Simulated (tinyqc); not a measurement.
From results back to parameters: deformation-potential model of the X valleys of a conduction band. Two cases, with inputs chosen for the exercise.

Problem. A uniaxial tension X1 along [100] acts on valleys along x, y, z, with shifts dE = Xd tr(e) + Xu a.e.a and Boltzmann shares. The ratio of the share of the y valleys to that of the x valleys is given.

s11 = (C11 + C12)/((C11 - C12)(C11 + 2 C12)), s12 = -C12/((C11 - C12)(C11 + 2 C12)), s44 = 1/C44; exx = s11 sxx + s12 (syy + szz) and cyclic, exy = s44 sxy/2; tension is positive. A uniaxial stress X along the unit vector n is s_ij = X n_i n_j.

Constants: kB = 8.617333262e-05 eV/K.

Case 1.

Values chosen (near those of AlAs; not measured data): C11 = 124.4 GPa; C12 = 53.1 GPa; C44 = 54.6 GPa; X1 = 0.6 GPa (size of the stress); T = 77 K (temperature).

n_y/n_x = 2149.075

Case 2.

Values chosen (near those of AlAs; not measured data): C11 = 120.6 GPa; C12 = 56.4 GPa; C44 = 52.5 GPa; X1 = 1.4 GPa (size of the stress); T = 77 K (temperature).

n_y/n_x = 2.468845e+08

Find: splitting dE_x - dE_y; Xu.

Solution. The splitting is kT ln(n_y/n_x), and it equals Xu (exx - eyy) = Xu (s11 - s12) X1; Xd drops out.

Case 1.

splitting dE_x - dE_y = 50.91 meV
Xu = 6.05 eV

Case 2.

splitting dE_x - dE_y = 128.22 meV
Xu = 5.88 eV

Computed by tinyqc, one run a case: `OMP_NUM_THREADS=1 python tinyqc.py N N+1 out.jsonl` with N = 1050124, 1050125; one thread of a shared Intel(R) Xeon(R) Processor @ 2.30GHz, about 0.02 s a run at most.
